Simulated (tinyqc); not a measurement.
## Schottky diode by thermionic emission with image-force lowering and series resistance: a Richardson plot

Metal on an n-type semiconductor with one parabolic valley; V > 0 is forward bias (metal positive). I = I0 [exp(Vj/(n Vt)) - 1] with Vj = V - I Rs; I0 = S A* T^2 exp(-(phi - dphi)/Vt), the lowering dphi taken at zero bias.

A* = 4 pi q me m0 kB^2/h^3 (times 1e-4 for A/(cm^2 K^2)); Nc = 2 (2 pi me m0 kB T/h^2)^1.5 (times 1e-6 for cm^-3); xi = Vt ln(Nc/Nd), Vbi = phi - xi; surface field Em = sqrt(2 q Nd (Vbi - V - Vt)/(eps0 eps_r)); dphi = sqrt(q Em/(4 pi eps0 eps_r)). Here V = 0 in Em; phi is held fixed.

Parameters, values chosen for the exercise; band and dielectric values close to those of silicon:
- me = 0.261 m0 (electron mass)
- eps_r = 11.8 (relative permittivity)
- phi = 0.78 eV (barrier height seen from the metal)
- Nd = 1.3e16 cm^-3 (donor density)
- S = 0.0012 cm^2 (area)

Constants: q = 1.602176634e-19 C, kB = 1.380649e-23 J/K, h = 6.62607015e-34 J s, m0 = 9.1093837015e-31 kg, Vt = kB T/q, eps0 = 8.8541878128e-14 F/cm where lengths are in cm. Results are converted to the units shown.

A Richardson plot:
```
T (K)	dphi (meV)	I0 (A)	ln(I0/(S T^2))	1/Vt (1/V)
200	25.18	1.436e-16	-40.35	58.02
240	24.94	3.023e-13	-33.06	48.35
280	24.68	7.494e-11	-27.86	41.44
320	24.40	4.850e-9	-23.96	36.26
360	24.10	1.277e-7	-20.92	32.23
400	23.79	1.786e-6	-18.49	29.01
450	23.37	2.560e-5	-16.07	25.79
```

I0 grows by 11.3 decades. The line through the end rows has the slope -0.7534 eV and the intercept ln(28.8 A/(cm^2 K^2)), against phi = 0.78 eV and A* = 31.4. The difference comes from the lowering: dphi falls from 25.2 to 23.4 meV.

Range of the model: One isotropic valley is assumed; bands with several valleys have a larger Richardson constant and Nc.

Program tinyqc, `OMP_NUM_THREADS=1 python tinyqc.py 2640139 2640140 out.jsonl`; Intel Xeon 2.30GHz, shared host, one thread, about 0.01 s.
